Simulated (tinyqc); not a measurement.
Effective-mass impurity with a central-cell term, in a basis of Slater functions: one step, computed by the program tinyqc.

The envelope obeys H = -nabla^2 - (2/r) [Z + A exp(-kappa r)] in effective units, with kappa = a*/lambda; positive A deepens the well near the core.

Problem. Matrices over the s basis. zeta_i = zeta_1 beta^(i-1), i = 1..n. For s functions exp(-zeta r), with s = zeta_i + zeta_j: S = 2/s^3, T = zeta_i zeta_j S, V = -2 Z/s^2, W = -2 A/(s + kappa)^2; each function is normalised by dividing by sqrt(S_ii S_jj).

Inputs (values chosen for the exercise, with mass and screening modelled on InP): charge Z of the core = 2; central-cell strength A = -49; basis size n = 3; smallest exponent zeta_1 = 0.42 1/a*; ratio beta of exponents = 2.4.

Impurity: donor, one isotropic band.

kappa = 110.6288 1/a*

Give: exponents; overlap S; kinetic T; Coulomb V; central cell W.

Solution.

exponents (1/a*): [0.42, 1.008, 2.4192]

overlap S:
$$\begin{pmatrix}
1.0000 & 0.7568 & 0.3580 \\
0.7568 & 1.0000 & 0.7568 \\
0.3580 & 0.7568 & 1.0000
\end{pmatrix}$$

kinetic T (Ry*):
$$\begin{pmatrix}
0.1764 & 0.32039 & 0.36375 \\
0.32039 & 1.016064 & 1.8455 \\
0.36375 & 1.8455 & 5.8525
\end{pmatrix}$$

Coulomb V (Ry*):
$$\begin{pmatrix}
-1.68 & -2.1614 & -2.0329 \\
-2.1614 & -4.032 & -5.1873 \\
-2.0329 & -5.1873 & -9.6768
\end{pmatrix}$$

central cell W (Ry*):
$$\begin{pmatrix}
0.0023374 & 0.0085995 & 0.031183 \\
0.0085995 & 0.031641 & 0.11475 \\
0.031183 & 0.11475 & 0.41628
\end{pmatrix}$$
